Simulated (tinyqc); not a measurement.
Phonon-assisted absorption at an indirect gap: one step. What a slab does with it. Four cases, with inputs chosen for the exercise.

Question. d in cm is 1e-4 times the value in micrometres.

Slab of thickness d in air, incoherent passes: R = ((nr - 1)/(nr + 1))^2, x = exp(-alpha d); transmitted Tr = (1 - R)^2 x/(1 - R^2 x^2), reflected Rt = R + (1 - R)^2 R x^2/(1 - R^2 x^2), absorbed Ab = (1 - R)(1 - x)/(1 - R x).

Case 1.

Values chosen (out of a larger set: loosely those of SiGe at room temperature; Eg is not tied to T; not measured data): nr = 3.8 (refractive index); d = 59 micrometre (thickness).

alpha = 5.53548 1/cm

Case 2.

Values chosen (out of a larger set: loosely those of SiGe at room temperature; Eg is not tied to T; not measured data): nr = 3.82 (refractive index); d = 2.7 micrometre (thickness).

alpha = 243.706 1/cm

Case 3.

Values chosen (out of a larger set: loosely those of Si at room temperature; Eg is not tied to T; not measured data): nr = 3.63 (refractive index); d = 1.5 micrometre (thickness).

alpha = 702.074 1/cm

Case 4.

Values chosen (out of a larger set: loosely those of Si at room temperature; Eg is not tied to T; not measured data): nr = 3.59 (refractive index); d = 280 micrometre (thickness).

alpha = 300.529 1/cm

Give: R; x; Tr; Rt; Ab.

Answer.

Case 1.

R = 0.3403
x = 0.9679
Tr = 0.4725
Rt = 0.4959
Ab = 0.0316

A single pass would absorb (1 - R)(1 - x) = 0.0212; the back face adds 0.0104.

Case 2.

R = 0.3423
x = 0.9363
Tr = 0.4514
Rt = 0.4870
Ab = 0.0616

A single pass would absorb (1 - R)(1 - x) = 0.0419; the back face adds 0.0198.

Case 3.

R = 0.3227
x = 0.9000
Tr = 0.4510
Rt = 0.4536
Ab = 0.0954

A single pass would absorb (1 - R)(1 - x) = 0.0677; the back face adds 0.0277.

Case 4.

R = 0.3184
x = 0.0002
Tr = 0.0001
Rt = 0.3184
Ab = 0.6815

A single pass would absorb (1 - R)(1 - x) = 0.6814; the back face adds 0.0000.

Computed by tinyqc, one run a case: `OMP_NUM_THREADS=1 python tinyqc.py N N+1 out.jsonl` with N = 1680430, 1680479, 1680571, 1680814; one thread of a shared Intel(R) Xeon(R) Processor @ 2.30GHz, about 0.01 s a run at most.
